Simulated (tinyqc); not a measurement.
UHF in the 6-311g basis, for H2, spin multiplicity 3, step by step. One step of it, computed by the program tinyqc.

Task: Iteration 47 (converged): orbitals. Diagonalise F' = X^T F X, C = X C', fill 2 alpha and 0 beta electrons from the bottom; D(s) = C_occ C_occ^T. Each column has its largest component positive (the first on a tie).

converged F(alpha) (hartree), lower triangle:
```
,1H 1s,1H 2s,1H 3s,2H 1s,2H 2s,2H 3s
1H 1s,0.294642
1H 2s,-0.646966,-0.566969
1H 3s,-0.576752,-0.525406,-0.378555
2H 1s,-0.350271,-0.448448,-0.436030,0.294642
2H 2s,-0.448448,-0.508499,-0.461852,-0.646966,-0.566969
2H 3s,-0.436030,-0.461852,-0.362959,-0.576752,-0.525406,-0.378555
```

converged F(beta) (hartree), lower triangle:
```
,1H 1s,1H 2s,1H 3s,2H 1s,2H 2s,2H 3s
1H 1s,0.943783
1H 2s,-0.037278,0.104840
1H 3s,-0.167373,-0.030414,0.016226
2H 1s,-0.184313,-0.146844,-0.143089,0.943783
2H 2s,-0.146844,-0.073558,-0.067105,-0.037278,0.104840
2H 3s,-0.143089,-0.067105,-0.015087,-0.167373,-0.030414,0.016226
```

X, lower triangle:
```
,1H 1s,1H 2s,1H 3s,2H 1s,2H 2s,2H 3s
1H 1s,1.376412
1H 2s,-0.754833,2.227085
1H 3s,0.213769,-1.067684,2.398956
2H 1s,0.044052,-0.005961,-0.041595,1.376412
2H 2s,-0.005961,-0.417374,0.284585,-0.754833,2.227085
2H 3s,-0.041595,0.284585,-1.210217,0.213769,-1.067684,2.398956
```

Give: F' = X^T F X; orbital energies; coefficients C; F' = X^T F X; orbital energies; coefficients C; D(alpha) after iteration 47; D(beta) after iteration 47.

Result:

F' = X^T F X (alpha) (hartree), lower triangle:
```
,1,2,3,4,5,6
1,1.4049
2,-1.3028,0.7394
3,-0.0545,-0.4581,0.1200
4,-0.0308,-0.1429,-0.1038,1.4049
5,-0.1429,-0.1407,0.0090,-1.3028,0.7394
6,-0.1038,0.0090,-0.1101,-0.0545,-0.4581,0.1200
```

orbital energies (alpha) (hartree): MO1 -0.7740, MO2 -0.2772, MO3 0.2645, MO4 0.4218, MO5 2.4012, MO6 2.4922

coefficients C (alpha):
```
,MO1,MO2,MO3,MO4,MO5,MO6
1H 1s,0.1950,0.1633,-0.0525,-0.0993,-1.0789,-1.1280
1H 2s,0.3431,0.4793,-0.7545,-1.2192,1.7249,1.2436
1H 3s,0.0975,0.9182,0.8836,2.3119,-1.1279,-0.4875
2H 1s,0.1950,-0.1633,-0.0525,0.0993,1.0789,-1.1280
2H 2s,0.3431,-0.4793,-0.7545,1.2192,-1.7249,1.2436
2H 3s,0.0975,-0.9182,0.8836,-2.3119,1.1279,-0.4875
```

F' = X^T F X (beta) (hartree), lower triangle:
```
,1,2,3,4,5,6
1,1.8388
2,-1.0391,1.0741
3,0.0731,-0.2946,0.2383
4,-0.0166,-0.1072,-0.0717,1.8388
5,-0.1072,-0.1179,0.0357,-1.0391,1.0741
6,-0.0717,0.0357,-0.0908,0.0731,-0.2946,0.2383
```

orbital energies (beta) (hartree): MO1 -0.0610, MO2 0.1879, MO3 0.3633, MO4 0.6326, MO5 2.5560, MO6 2.6235

coefficients C (beta):
```
,MO1,MO2,MO3,MO4,MO5,MO6
1H 1s,0.1310,0.0850,0.0614,-0.0955,-1.0882,-1.1367
1H 2s,0.1569,-0.0859,0.8696,-1.4077,1.6438,1.2053
1H 3s,0.3292,1.8328,-0.8376,1.7294,-1.0537,-0.4669
2H 1s,0.1310,-0.0850,0.0614,0.0955,1.0882,-1.1367
2H 2s,0.1569,0.0859,0.8696,1.4077,-1.6438,1.2053
2H 3s,0.3292,-1.8328,-0.8376,-1.7294,1.0537,-0.4669
```

D(alpha) after iteration 47, lower triangle:
```
,1H 1s,1H 2s,1H 3s,2H 1s,2H 2s,2H 3s
1H 1s,0.0647
1H 2s,0.1452,0.3475
1H 3s,0.1689,0.4736,0.8526
2H 1s,0.0114,-0.0113,-0.1309,0.0647
2H 2s,-0.0113,-0.1120,-0.4067,0.1452,0.3475
2H 3s,-0.1309,-0.4067,-0.8335,0.1689,0.4736,0.8526
```

D(beta) after iteration 47, lower triangle:
```
,1H 1s,1H 2s,1H 3s,2H 1s,2H 2s,2H 3s
1H 1s,0.0000
1H 2s,0.0000,0.0000
1H 3s,0.0000,0.0000,0.0000
2H 1s,0.0000,0.0000,0.0000,0.0000
2H 2s,0.0000,0.0000,0.0000,0.0000,0.0000
2H 3s,0.0000,0.0000,0.0000,0.0000,0.0000,0.0000
```
